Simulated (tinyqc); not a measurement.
Composition and strain of an epitaxial Si(1-x)Ge(x) layer from Raman and X-ray peaks: one step, computed by the program tinyqc.

A (001) layer, biaxially strained in the plane. The Raman peaks follow empirical lines omega = w0 + c1 x + c3 x^3 + b eps (c3 for Si-Ge alone), with eps the in-plane strain.

Question. Raman peaks. Insert x and eps in the three lines; the strain part is b eps.

Inputs (values chosen for the exercise, modelled on silicon-germanium):
```
quantity,value,unit
Ge fraction x,0.15,-
Si-Si: w0,521,1/cm
Si-Si: c1,-65.9,1/cm
Si-Si: strain coefficient b,-682,1/cm
Si-Ge: w0,400.2,1/cm
Si-Ge: c1,24.2,1/cm
Si-Ge: c3,-35.4,1/cm
Si-Ge: strain coefficient b,-546,1/cm
Ge-Ge: w0,280.1,1/cm
Ge-Ge: c1,19.2,1/cm
Ge-Ge: strain coefficient b,-433,1/cm
```

Substrate: silicon.

in-plane strain eps = -5.627333 per mille

Give: Si-Si peak; Si-Ge peak; Ge-Ge peak; strain parts.

Answer.

Si-Si peak = 515.0 1/cm

Si-Ge peak = 406.8 1/cm

Ge-Ge peak = 285.4 1/cm

strain parts (1/cm): Si-Si 3.838, Si-Ge 3.073, Ge-Ge 2.437

Read as unstrained, the Si-Si peak would give x = 0.092 in place of 0.15. Caution: near either end one of the like-atom peaks is weak, since its intensity follows the number of such bonds.
